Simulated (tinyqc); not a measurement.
Defect equilibria of an oxide against oxygen pressure (mass action): one step, computed by the program tinyqc.

Defects: oxygen vacancies V (charge +2), electrons n, holes p, the ionic partner X = V_M'' (charge -2), and the dopant. Activities are taken equal to concentrations.

Problem. Conductivities. sigma_n = e n mu_n, sigma_p = e p mu_p, sigma_ion = 2 e [V] mu_V with mu_V = 2 e D/(k_B T) and D = D_0 exp(-E_m/k_B T); only the oxygen vacancies carry ionic current, and the ionic transport number is sigma_ion over the total.

Inputs (values chosen for the exercise, for a model oxide):
```
quantity,value,unit
temperature T,900,K
electron mobility mu_n,0.13,cm^2/(V s)
hole mobility mu_p,1.6,cm^2/(V s)
vacancy diffusion prefactor D_0,0.0067,cm^2/s
vacancy migration energy E_m,0.79,eV
```

Ionic disorder: Schottky, oxide MO. Dopant (singly charged, fully ionised): acceptor.

n = 8.898921e+12 cm^-3

[V] = 1.000004e+18 cm^-3

p = 2.022581e+09 cm^-3

Constants: k_B = 8.617333262e-05 eV/K; e = 1.602176634e-19 C.

Give: sigma_n; sigma_p; sigma_ion; total conductivity; ionic transport number.

Solution.

sigma_n = 1.8535e-07 S/cm

sigma_p = 5.1849e-10 S/cm

sigma_ion = 2.0865e-06 S/cm

total conductivity = 2.2724e-06 S/cm

ionic transport number = 0.91821

The conductor is mainly ionic here.
